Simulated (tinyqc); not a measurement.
# Projection against the Weibull slope

Defects are spread at random, so -ln(1 - F) is proportional to the area: t63(A2) = t63 (A1/A2)^(1/beta), and the time to the share Fp is t63(A2) (-ln(1 - Fp))^(1/beta).

Values chosen for this exercise: area of a test capacitor A1 = 3900 um^2; gate area of the product A2 = 1e7 um^2; allowed share of failed products Fp = 1e-6; characteristic time of a test capacitor t63 = 3000 s.

Result of one run:

| t63 of the product (s) | time to Fp (s) | decades lost to area | decades lost to the percentile |
|---|---|---|---|
| 38.306 | 0.017780 | 1.8939 | 3.3333 |

Which Weibull slope beta gave this result: 0.6, 1.8, 2.4 or 3?

beta = 1.8.

The whole series:

| beta | t63 of the product (s) | time to Fp (s) | decades lost to area | decades lost to the percentile |
|---|---|---|---|---|
| 0.6 | 0.0062454 | 6.2454e-13 | 5.6816 | 10.000 |
| 0.9 | 0.48912 | 1.0538e-7 | 3.7877 | 6.6667 |
| 1.2 | 4.3285 | 4.3285e-5 | 2.8408 | 5.0000 |
| 1.5 | 16.014 | 0.0016014 | 2.2726 | 4.0000 |
| 1.8 | 38.306 | 0.017780 | 1.8939 | 3.3333 |
| 2.1 | 71.420 | 0.099238 | 1.6233 | 2.8571 |
| 2.4 | 113.95 | 0.36036 | 1.4204 | 2.5000 |
| 2.7 | 163.89 | 0.98250 | 1.2626 | 2.2222 |
| 3 | 219.18 | 2.1918 | 1.1363 | 2.0000 |

Both losses go as 1/beta: together 15.7 decades at beta = 0.6 and 3.14 at 3. For small Fp only the ratio Fp/A2 counts, so ten times the area costs as much as a tenth of Fp.

Program tinyqc, `OMP_NUM_THREADS=1 python tinyqc.py 2070036 2070037 out.jsonl`; Intel Xeon 2.30GHz, shared host, one thread, about 0.01 s.
